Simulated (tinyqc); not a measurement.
Smearing for a one-band metal on the simple cubic lattice: one step. Occupations and energies.

With x = (E_k - mu)/sigma: Gaussian f = erfc(x)/2, s = exp(-x^2)/(2 sqrt(pi)). With weights w = points/N^d (d the dimension), mu solves 2 sum w f = ne; E = 2 sum w f E_k, S = 2 sum w s, F = E - sigma S.

Inputs chosen for the exercise: ne = 0.7 (electrons per cell); sigma = 0.645 eV (width).

Distinct levels:
```
E_k (eV)    points
-10.020000       1
-7.186970        6
-4.716807       12
-2.609512        8
-2.603030        6
-0.720000       24
0.800163        24
2.326807        12
3.259837        24
4.769512         8
```

Task: Converge mu, then list x, f and s of each level and form the sums.

Give: mu; x, f and s of each level; E; S; F; (E + F)/2.

Result:

mu = -0.7800 eV

x, f and s of each level:
```
E_k (eV)       x       f       s
-10.0200  -14.33  1.0000  0.0000
-7.1870    -9.93  1.0000  0.0000
-4.7168    -6.10  1.0000  0.0000
-2.6095    -2.84  1.0000  0.0001
-2.6030    -2.83  1.0000  0.0001
-0.7200     0.09  0.4477  0.2797
0.8002      2.45  0.0003  0.0007
2.3268      4.82  0.0000  0.0000
3.2598      6.26  0.0000  0.0000
4.7695      8.60  0.0000  0.0000
```

E = -2.4635 eV
S = 0.1077
F = -2.5329 eV
(E + F)/2 = -2.4982 eV

Levels with f between 0.001 and 0.999: 1. (E + F)/2 removes the term in sigma^2 for this scheme. That argument needs a smooth density of states, and the number of distinct levels within 2 sigma of mu is only 1, so it may fail on this mesh.

Program tinyqc; command `OMP_NUM_THREADS=1 python tinyqc.py 1680807 1680808 out.jsonl`; about 0.3 s on one thread of a shared Intel(R) Xeon(R) Processor @ 2.30GHz.
